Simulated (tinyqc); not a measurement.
Rapid thermal processing of a wafer: radiative balance, ramp and cooling, pattern effects, pyrometer error and spike budget: one step, computed by the program tinyqc. Command: `OMP_NUM_THREADS=1 python tinyqc.py 3110657 3110658 out.jsonl rtp walk`. One thread of a shared host (Intel(R) Xeon(R) Processor @ 2.30GHz), about 0.04 s of CPU time with the checks.

The wafer is opaque and uniform through its thickness unless said otherwise; temperatures in formulas are in kelvin (C + 273.15). sigma = 5.670374419e-12 W/(cm^2 K^4).

Problem. Power to hold and to ramp. Effective emissivity between parallel grey plates: eps_eff = 1/(1/eps + 1/(1 - r) - 1). Loss per area q(T) = 2 eps_eff sigma (T^4 - T_w^4) + h (T - T_w). Absorbed power during a ramp = q(T) + C d x ramp rate; thermal time constant tau = C d/(dq/dT), dq/dT = 8 eps_eff sigma T^3 + h; natural cooling rate q/(C d); front-to-back difference under one-sided heating at the end of the ramp = (absorbed power) d/(2 k).

Inputs (values chosen for the exercise, modelled on a hot silicon wafer):
```
quantity                                              value         unit
wafer thickness d                                       775   micrometre
heat capacity per volume C                             2.13   J/(cm^3 K)
thermal conductivity k                                 0.24     W/(cm K)
emissivity eps of each face                            0.71            -
reflectivity of the chamber walls r                    0.51            -
gas heat-transfer coefficient h, both faces together   0.91  mW/(cm^2 K)
wall temperature T_w                                    350            K
process temperature                                     929            C
ramp rate                                               150          K/s
```

Give: eps_eff; holding power q; power at the end of the ramp; dq/dT; time constant tau; natural cooling rate; front-to-back difference.

Solution.

eps_eff = 0.4083

holding power q = 10.38 W/cm^2

power at the end of the ramp = 35.14 W/cm^2

dq/dT = 33.09 mW/(cm^2 K)

time constant tau = 4.989 s

natural cooling rate = 62.86 K/s

front-to-back difference = 5.673 K

Radiation carries 93 % of the loss. The ramp needs 3.4 times the holding power.
